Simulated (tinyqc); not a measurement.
Quantum point contact as a saddle point with Zeeman splitting: two steps of the calculation.

Potential V0 - m wx^2 x^2/2 + m wy^2 y^2/2; energies are counted from V0. Mode n = 0, 1, ... transmits T_n(E) = 1/(1 + exp(-2 pi (E - E_n)/wx)), E_n = wy (n + 1/2) +/- Ez/2 for the two spins, Ez = gs muB B, muB = q hbar/(2 m0); each spin carries q^2/h.

Inputs (values chosen for the exercise):
- T = 1.5 K (temperature)
- wy = 3.5 meV (transverse quantum hbar wy)
- wx = 1 meV (curvature of the barrier hbar wx)
- mu = 7.07 meV (Fermi level above the saddle point)
- gs = 5.6 (size of the g factor)
- B = 6 T (in-plane magnetic field)
- nE = 13 (points of the energy grid)
- xm = 8 (half-range of the grid in kB T)

Constants: q = 1.602176634e-19 C, kB = 1.380649e-23 J/K, hbar = 1.054571817e-34 J s, h = 6.62607015e-34 J s, m0 = 9.1093837015e-31 kg, Vt = kB T/q. Results are converted to the units shown.

Problem 1. Transmissions at the Fermi level. At zero temperature g = G/(2 q^2/h) = (1/2) sum T_n(mu); Fano factor sum T_n (1 - T_n)/sum T_n. Modes beyond those listed are in the sums but add less than 1e-4 to g.

Find: E_n; T_n; g; G; Fano factor.

Solution 1.

```
mode	E_n (meV)	T_n
0-	0.78	1.000
1-	4.28	1.000
2-	7.78	0.012
3-	11.28	0.000
0+	2.72	1.000
1+	6.22	0.995
2+	9.72	0.000
3+	13.22	0.000
```

g = 2.003
G = 155.2 uS
Fano factor = 0.004063

Problem 2. Thermal average on a coarse grid. g(T) = int g(E) (-df/dE) dE = int g(mu + x kB T) dx/(4 cosh^2(x/2)), g(E) the zero-temperature value at E, g = G/(2 q^2/h). Simpson's rule on nE equally spaced x from -xm to xm.

Find: x; E; g(E); weight; integral of the weight; g(T); g(T) divided by the integral of the weight.

Solution 2.

```
point	x	E (meV)	g(E)	weight
0	-8.0000	6.0359	1.6182	0.00034
1	-6.6667	6.2083	1.7389	0.00127
2	-5.3333	6.3806	1.8650	0.00478
3	-4.0000	6.5530	1.9445	0.01766
4	-2.6667	6.7253	1.9803	0.06075
5	-1.3333	6.8977	1.9949	0.16509
6	0.0000	7.0700	2.0034	0.25000
7	1.3333	7.2423	2.0159	0.16509
8	2.6667	7.4147	2.0461	0.06075
9	4.0000	7.5870	2.1159	0.01766
10	5.3333	7.7594	2.2357	0.00478
11	6.6667	7.9317	2.3624	0.00127
12	8.0000	8.1041	2.4431	0.00034
```

integral of the weight = 0.99332
g(T) = 1.9946
g(T) divided by the integral of the weight = 2.0080

Range of the model: Orbital effects of the in-plane field and interactions (such as the 0.7 feature) are left out.

tinyqc, about 0.03 s, one thread, Intel Xeon 2.30GHz (shared host): `OMP_NUM_THREADS=1 python tinyqc.py 2740008 2740009 out.jsonl`
